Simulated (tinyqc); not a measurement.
Keating valence-force model of a tetrahedral crystal: one step, computed by the program tinyqc.

Atom A sits at 0 and atom B at a/4 (1,1,1) of an fcc lattice; the four bonds from A are t = a/4 (1,1,1), a/4 (1,-1,-1), a/4 (-1,1,-1), a/4 (-1,-1,1), of length d = sqrt(3) a/4. Energy: E = (3 alpha/(8 d^2)) sum over bonds (r.r - d^2)^2 + (3 beta/(8 d^2)) sum over pairs of bonds at one atom (r_i.r_j + d^2/3)^2; both atoms have the mass M. The cell holds two atoms, Omega = a^3/4. 1 N/m = 1 J/m^2. With constants fitted to the elastic moduli this model puts optical and zone-boundary frequencies of real crystals too high, by up to about 20 % in elemental crystals and up to about 50 % in compounds, and mostly by more for TA modes; in compounds the lattice part of the static dielectric constant then comes out too low.

Problem. Frequencies at the zone boundary. With displacements u exp(i q.r), each bracket changes by g.u, where g = (g_A, g_B): bond t, g = (-2 t, 2 t exp(i q.t)); pair (i, j) at A, g = (-(t_i + t_j), t_i exp(i q.t_j) + t_j exp(i q.t_i)); pair at B, g = (-t_i exp(-i q.t_j) - t_j exp(-i q.t_i), t_i + t_j). Then D_mn = sum over the 4 bonds and 12 pairs of (4 k/a^2) conj(g_m) g_n / sqrt(M_m M_n), with k = alpha or beta converted to eV/angstrom^2. An eigenvalue lambda of D in eV/(angstrom^2 u) gives nu = 15.6333042 THz x sqrt(lambda).

Inputs (values chosen for the exercise, modelled on silicon): atomic mass M = 28.086 u; bond stretching alpha = 49.2 N/m; bond bending beta = 13 N/m.

Structure: diamond.

Constants: nu for 1 eV/(angstrom^2 u) = 15.6333042 THz; 1 eV/angstrom^2 = 16.02176634 J/m^2.

Give: Frequencies (THz) at points given in 2 pi/a.

Solution.

Frequencies (THz) at points given in 2 pi/a:

| point | nu 1 | nu 2 | nu 3 | nu 4 | nu 5 | nu 6 |
|---|---|---|---|---|---|---|
| X (1, 0, 0) | 7.516 | 7.516 | 12.78 | 12.78 | 14.62 | 14.62 |
| L (0.5, 0.5, 0.5) | 5.314 | 5.314 | 12.05 | 12.94 | 15.56 | 15.56 |
| W (1, 0.5, 0) | 8.328 | 8.328 | 11.62 | 11.62 | 15.14 | 15.14 |
| K (0.75, 0.75, 0) | 6.944 | 9.014 | 11.43 | 12.23 | 14.90 | 15.31 |

At X the two longitudinal modes are degenerate (12.78 THz), as the diamond symmetry demands.
